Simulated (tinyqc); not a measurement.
Quarter-wave Bragg mirror and the threshold of a vertical cavity: one step of the calculation.

N pairs of lossless layers, each a quarter wave thick at lam, in the order nL, nH from the incident medium n0 to the exit medium ns; normal incidence, no dispersion. At wavelength lam + dw each layer has the phase d = (pi/2) lam/(lam + dw) and the matrix [[cos d, i sin d/n], [i n sin d, cos d]].

Question. Matrix of the stack. M = (M of one pair)^N.

Inputs (values chosen for the exercise):
```
symbol  value  unit          meaning
N          31        number of pairs
```

M of one pair:
```
,1,2
1,-1.154669664+0.000000000i,0.000000000+0.010006871i
2,0.000000000+0.106414770i,-0.865126323+0.000000000i
```

Wanted: M.

Answer.

M:
```
,1,2
1,-79.136+0.000i,0.000+2.770i
2,0.000+29.459i,1.019+0.000i
```

tinyqc, about 0.01 s, one thread, Intel Xeon 2.30GHz (shared host): `OMP_NUM_THREADS=1 python tinyqc.py 2650119 2650120 out.jsonl`
